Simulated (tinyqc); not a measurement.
Against the doping: grain-boundary trapping model (Seto) of a polycrystalline semiconductor film. Computed by tinyqc, a small Python program. Command: `OMP_NUM_THREADS=1 python tinyqc.py 3026406 3026407 out.jsonl poly walk`. One thread of a shared host (Intel(R) Xeon(R) Processor @ 2.30GHz), about 0.01 s of CPU time with the checks.

Grains of equal size L are joined by thin boundaries with one trap level. Trapped carriers deplete a width W on each side and raise a barrier, crossed by thermionic emission. Dopants are fully ionised, statistics are non-degenerate and mu_g does not depend on T.

Inputs (values chosen for the exercise, modelled on polycrystalline SiGe):
```
quantity                                     value        unit
permittivity eps                              13.5           -
effective mass m                              0.27         m_0
effective density of states at 300 K, N_c  1.5e+19      1/cm^3
grain size L                                    48          nm
trap density Q_t                           1.6e+12      1/cm^2
trap level E_t below the band edge            0.22          eV
mobility inside the grains mu_g                190  cm^2/(V s)
temperature T                                  250           K
```

Grain interior: resistance included.

Constants: e = 1.602176634e-19 C; eps_0 = 8.8541878128e-12 F/m; k_B = 8.617333262e-05 eV/K; m_0 = 9.1093837015e-31 kg; k_B = 1.380649e-23 J/K.

Method:
- If all traps fill, the grain is just depleted at N* = Q_t/L, with the barrier e Q_t L/(8 eps eps_0).
- N_c(T) = N_c (T/300 K)^(3/2). Filled traps Q = Q_t/(1 + (1/2) exp((E_t* - E_F)/k_B T)), where E_t* = e V_B - E_t and E_F are counted from the band edge at the grain centre. Partial depletion: Q = 2 N W, V_B = e N W^2/(2 eps eps_0), E_F = k_B T ln(N/N_c); solve for W. If that W would exceed L/2 the grain is fully depleted: W = L/2, Q = N L, and E_F follows from the trap equation. Centre density n_0 = N_c exp(E_F/k_B T).
- Boundary: sigma_b = L e^2 n_0 exp(-e V_B/k_B T)/sqrt(2 pi m k_B T); drift through the grain, depleted parts included: rho_g = [(1 - 2W/L) + (2W/L) int_0^1 exp(y^2 s^2) ds]/(e n_0 mu_g); rho = 1/sigma_b + rho_g. Mean carrier density n_av = n_0 [(1 - 2W/L) + (2W/L) (sqrt(pi)/2) erf(y)/y], y = sqrt(e V_B/k_B T); effective mobility 1/(e n_av rho).

N* = 3.33333e+17 1/cm^3

The same film:
```
N (1/cm^3)  W (nm)  V_B (V)  mean density (1/cm^3)  mobility (cm^2/(V s))  rho (ohm cm)
1.00e+16    24.000  0.00386             7.3135e+12                 157.48    5.4191e+03
3.30e+16    24.000  0.01274             3.4664e+13                 145.80    1.2349e+03
8.30e+16    24.000  0.03204             2.0451e+14                 108.88    2.8030e+02
1.70e+17    24.000  0.06562             2.2979e+15                  46.59    5.8300e+01
2.70e+17    24.000  0.10423             4.5348e+16                  12.45    1.1058e+01
4.00e+17    19.075  0.09754             2.1414e+17                  13.41    2.1743e+00
6.70e+17    11.870  0.06327             5.0735e+17                  42.42    2.9004e-01
1.30e+18     6.149  0.03294             1.1864e+18                 101.38    5.1892e-02
3.30e+18     2.424  0.01299             3.2436e+18                 142.72    1.3483e-02
1.30e+19     0.615  0.00330             1.2984e+19                 157.00    3.0618e-03
```

What does the comparison show, and why?

The barrier peaks among these rows at N = 2.7e17 (0.104 V) and the mobility has its minimum at 2.7e17; N* is 3.3e17. While the grain is fully depleted (W = L/2) V_B grows as N; once all traps are filled it falls as 1/N (last exponent -1.00). Partly depleted rows (W < L/2) with e V_B below 2 k_B T stretch the depletion approximation. Where N approaches N_c the non-degenerate statistics fail. rho drops most steeply, as N^-4.1, between 2.7e17 and 4.0e17.

Extremes, crossings and ranges named in words are read from the listed rows.
